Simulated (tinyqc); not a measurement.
Inside a calculation. Model: long-channel MOSFET, surface-potential model.

tinyqc, about 0.05 s, one thread, Intel Xeon 2.30GHz (shared host): `OMP_NUM_THREADS=1 python tinyqc.py 2360135 2360136 out.jsonl` Printed values are rounded.

n-channel transistor on a uniformly doped p-type body, gradual-channel approximation, constant mobility, Boltzmann statistics, full ionisation. Potentials are counted from the neutral body; V is the electron quasi-Fermi potential, Vsb at the source and Vsb + Vds at the drain. Charges are magnitudes per area.

Inputs (values chosen for the exercise); material values close to those of silicon: temperature T = 293 K; band gap Eg = 1.1 eV; relative permittivity of the semiconductor eps_r = 11.5; conduction-band density of states at T Nc = 2.69e19 cm^-3; valence-band density of states at T Nv = 2.55e19 cm^-3; acceptor density of the body Na = 6.2e16 cm^-3; relative permittivity of the gate insulator eox = 8.81; insulator thickness tox = 66 nm; flat-band voltage Vfb = -0.64 V; channel mobility mu = 520 cm^2/(V s); gate width W = 1 um; gate length L = 1 um; source-body reverse bias Vsb = 0.3 V; gate-source voltage Vgs = 2.8 V; drain-source voltage Vds = 2 V.

Constants: q = 1.602176634e-19 C, kB = 1.380649e-23 J/K, Vt = kB T/q, eps0 = 8.8541878128e-14 F/cm where lengths are in cm. Results are converted to the units shown.

Range of the model: mu V/L, with V the smaller of Vds and Vgs - VT, passes 3e6 cm/s, so velocity saturation, left out here, would lower the current.

## Body potential, insulator capacitance and body factor

ni = sqrt(Nc Nv) exp(-Eg/(2 Vt)), Eg in volts; phiF = Vt ln(Na/ni); Cox = eps0 eox/tox; gamma = sqrt(2 q eps0 eps_r Na)/Cox. VT = Vfb + 2 phiF + gamma sqrt(2 phiF + Vsb), m = 1 + gamma/(2 sqrt(2 phiF + Vsb)).

ni = 9.074271e9 cm^-3
phiF = 0.3973452 V
Cox = 0.1181900 uF/cm^2
gamma = 1.203396 V^0.5
VT = 1.413773 V
m = 1.575086

## Iteration 1: surface potential at the source by Newton steps

psi at the start (the smaller of 2 phiF + Vsb + 4 Vt and the root without inversion charge) = 1.195690 V

With V = Vsb: G = psi - Vt + Vt e, e = exp((psi - 2 phiF - Vsb)/Vt); f = Vgs + Vsb - Vfb - psi - gamma sqrt(G); f' = -1 - gamma (1 + e)/(2 sqrt(G)); psi(new) = psi - f/f'.

G = 2.549216 V
f = 0.6229359 V
f' = -21.95604
psi after iteration 1 = 1.224062 V

## Iteration 2: surface potential at the source by Newton steps

As before.

G = 5.440204 V
f = -0.2908926 V
f' = -44.59297
psi after iteration 2 = 1.217539 V

## Course of the iteration: surface potential at the source by Newton steps

Stop when psi changes by less than 1e-10 V, or after 40 iterations.

Course of the iteration:
```
iteration	psi (V)	|change| (V)
1	1.224062	0.0284
2	1.217539	6.52e-3
3	1.216983	5.56e-4
4	1.216979	3.74e-6
5	1.216979	1.69e-10
6	1.216979	0
```

Converged in 6 iterations. At the end the number of correct digits about doubles with each step.

## Charges and current of the charge-sheet model

psi_0 = 1.216979 V
psi_L = 2.034296 V

psi_0 and psi_L solve Vgs + Vsb - Vfb - psi = gamma sqrt(G) at V = Vsb and Vsb + Vds. Qi = Cox gamma [sqrt(G) - sqrt(psi - Vt)], G = psi - Vt + Vt exp((psi - 2 phiF - V)/Vt), at both ends. With U = Vgs + Vsb - Vfb: drift = mu (W/L) Cox [U (psi_L - psi_0) - (psi_L^2 - psi_0^2)/2 - (2/3) gamma ((psi_L - Vt)^1.5 - (psi_0 - Vt)^1.5)]; diffusion = mu (W/L) Vt (Qi0 - QiL).

Qi0 = 142.9291 nC/cm^2
QiL = 7.299167e-19 nC/cm^2
drift current = 29.94670 uA
diffusion current = 1.876569 uA
drain current = 31.82326 uA

Drift carries 94.1 % of the current. The drain end is pinched off: its charge is under 1 % of that at the source.

## Inversion charge along the channel

V, point 0 to 10 (V): 0.3  0.5  0.7  0.9  1.1  1.3  1.5  1.7  1.9  2.1  2.3

The surface potential psi at channel potential V solves Vgs + Vsb - Vfb - psi = gamma sqrt(G), G = psi - Vt + Vt exp((psi - 2 phiF - V)/Vt). Charge sheet: Qi = Cox gamma [sqrt(G) - sqrt(psi - Vt)]. Pao-Sah: Qi = (Cox gamma/2) integral from 3 Vt to psi of exp((u - 2 phiF - V)/Vt)/sqrt(G(u, V)) du.

```
point	psi (V)	Qi, charge sheet (nC/cm^2)	Qi, Pao-Sah (nC/cm^2)
0	1.216979	142.9291	144.2208
1	1.409334	108.1326	109.0137
2	1.599295	74.56748	75.12491
3	1.784401	42.48908	42.78466
4	1.954669	13.44662	13.53492
5	2.033626	0.1127999	0.1135226
6	2.034296	4.204898e-5	4.231836e-5
7	2.034296	1.526294e-8	1.536072e-8
8	2.034296	5.540087e-12	5.575577e-12
9	2.034296	2.010921e-15	2.023803e-15
10	2.034296	7.299167e-19	7.345927e-19
```

At the source the charge-sheet charge is 0.90 % below the Pao-Sah one.

## Pao-Sah current by Simpson's rule

I = mu (W/L) integral of Qi dV; Simpson's rule on the 11 points, step Vds/10, weights 1, 4, 2, ..., 4, 1 times step/3.

Pao-Sah current = 32.21185 uA

Gauss-Legendre quadrature on many points gives 32.18 uA, so this value is 0.11 % above it; the charge-sheet current, 31.82 uA, is 1.1 % below it.
